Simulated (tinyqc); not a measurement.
Landau-Devonshire theory of a uniaxial ferroelectric: one step, computed by the program tinyqc. Command: `OMP_NUM_THREADS=1 python tinyqc.py 3021835 3021836 out.jsonl ferro walk`. One thread of a shared host (Intel(R) Xeon(R) Processor @ 2.30GHz), about 0.01 s of CPU time with the checks.

G(P) = (alpha/2) P^2 + (beta*/4) P^4 + (gamma/6) P^6 - E P per volume, SI units, one domain, P along the polar axis.

Problem. Spontaneous polarisation, susceptibility, coercive field. Ps^2 = [-beta* + sqrt(beta*^2 - 4 alpha gamma)]/(2 gamma). chi = 1/(eps_0 G''), G'' = alpha + 3 beta* P^2 + 5 gamma P^4 at Ps. Ps, chi and the coercive field are for perfect screening, without a depolarising field. The intrinsic coercive field is |alpha P + beta* P^3 + gamma P^5| at the P_c where G'' = 0. 1 C/m^2 = 100 microcoulomb/cm^2.

Inputs (values chosen for the exercise, modelled on lead titanate): Curie-Weiss temperature T0 = 752 K; gamma = 1.5e+09 J m^9/C^6; temperature T = 455 K.

Sample: free crystal.

alpha = -2.349270e+08 J m/C^2

beta* = -2.96e+08 J m^5/C^4

Constants: eps_0 = 8.8541878128e-12 F/m.

Give: spontaneous polarisation Ps; susceptibility chi; well depth G(Ps); P_c; intrinsic coercive field.

Solution.

spontaneous polarisation Ps = 71.17 microcoulomb/cm^2

susceptibility chi = 91.11

well depth G(Ps) = -45.99 MJ/m^3

P_c = 49.58 microcoulomb/cm^2

intrinsic coercive field = 107.6 MV/m

P_c/Ps = 0.697, above the 0.577 of a quartic well, as the sixth-order term matters. Real switching runs by domain nucleation at far lower fields.
